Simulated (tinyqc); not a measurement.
Electron density from the centroid.

Problem. In the Fang-Howard model the centroid is 3/b with b^3 = 6 (mz1/C) q (Nd + 11 Ns/32)/(eps0 eps_r), C = hbar^2/(2 m0), the field in eV/nm. Find b and Ns.

Values chosen for this exercise; masses and permittivity close to those of silicon (100):
```
symbol,value,unit,meaning
eps_r,11.5,,relative permittivity
mz1,0.922,m0,mass along z of valley set A (2 valley(s))
Nd,1.8e11,cm^-2,sheet density of depletion charge
```

Constants: q = 1.602176634e-19 C, hbar = 1.054571817e-34 J s, m0 = 9.1093837015e-31 kg, eps0 = 8.8541878128e-14 F/cm where lengths are in cm, hbar^2/(2 m0) = 0.0380998212 eV nm^2. Results are converted to the units shown.

centroid = 2.2243981 nm

Solution. b = 3/centroid gives Nd + 11 Ns/32, from which the depletion charge is taken off.

b = 1.35 1/nm
Ns = 2.60e12 cm^-2

Program tinyqc, `OMP_NUM_THREADS=1 python tinyqc.py 2160057 2160058 out.jsonl`; Intel Xeon 2.30GHz, shared host, one thread, about 1 s.
